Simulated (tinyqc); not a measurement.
# Resistance of a circular point contact between the ballistic and the diffusive limit: effects of single changes

Two half-spaces of a free-electron metal (one valley, spin 2) meet through a circular opening of radius a in an insulating sheet.

Parameters, values chosen for the exercise:
- n = 5.1e20 cm^-3 (free-electron density)
- l = 2.9 nm (mean free path)
- a = 3.9 nm (radius of the opening)

Constants: q = 1.602176634e-19 C, hbar = 1.054571817e-34 J s. Results are converted to the units shown.

Each table varies one quantity; the others keep the values above.

## Effect of the radius

kF = (3 pi^2 n)^(1/3), resistivity rho = hbar kF/(n q^2 l). Maxwell: RM = rho/(2 a); Sharvin: RS = 4 rho l/(3 pi a^2); interpolation R = RS + gamma RM, gamma = (1 + 0.83 K)/(1 + 1.33 K), K = l/a.

Results:

| a (nm) | K = l/a | RM (ohm) | RS (ohm) | R (ohm) |
|---|---|---|---|---|
| 1.7 | 1.7059 | 2019.3 | 2924.0 | 4416.4 |
| 2.7 | 1.0741 | 1271.4 | 1159.2 | 2149.4 |
| 4.2 | 0.69048 | 817.34 | 479.04 | 1149.3 |
| 6.7 | 0.43284 | 512.37 | 188.24 | 630.24 |
| 17 | 0.17059 | 201.93 | 29.240 | 217.13 |
| 26 | 0.11154 | 132.03 | 12.500 | 138.12 |
| 41 | 0.070732 | 83.728 | 5.0269 | 86.048 |
| 65 | 0.044615 | 52.813 | 2.0001 | 53.701 |

Estimate the missing row, a = 11 nm.

Computed row:

| a (nm) | K = l/a | RM (ohm) | RS (ohm) | R (ohm) |
|---|---|---|---|---|
| 11 | 0.26364 | 312.08 | 69.837 | 351.46 |

With this row back in the table: R falls from 4420 to 53.7 ohm, as a^(-1.56) between the first two rows and a^(-1.02) between the last two (Sharvin -2, Maxwell -1). RM equals RS at a = 8 l/(3 pi) = 2.46 nm. In 2 of the 9 rows kF a is below 10, where the smooth Sharvin count is off by about 2/(kF a), a fifth or more.

## Effect of the mean free path

Same model as above.

The same in every row: RS (ohm) = 555.6.

Effect of the mean free path:

| l (nm) | K = l/a | RM (ohm) | R (ohm) |
|---|---|---|---|
| 0.16 | 0.04103 | 1.595e4 | 1.620e4 |
| 0.35 | 0.08974 | 7293 | 7556 |
| 0.78 | 0.2000 | 3273 | 3570 |
| 1.7 | 0.4359 | 1502 | 1850 |
| 3.8 | 0.9744 | 671.7 | 1085 |
| 8.4 | 2.154 | 303.9 | 774.8 |
| 19 | 4.872 | 134.3 | 646.2 |
| 41 | 10.51 | 62.26 | 596.0 |
| 90 | 23.08 | 28.36 | 573.6 |

R falls from 16200 to 574 ohm. RS stays at 556 ohm, since rho l depends on n alone, and R is 3.2 % above it in the last row: a cleaner metal cannot lower R below the Sharvin value. In every row kF a is below 10, where the smooth Sharvin count is off by about 2/(kF a), a fifth or more.

Program tinyqc, `OMP_NUM_THREADS=1 python tinyqc.py 2760086 2760087 out.jsonl`; Intel Xeon 2.30GHz, shared host, one thread, about 0.01 s.
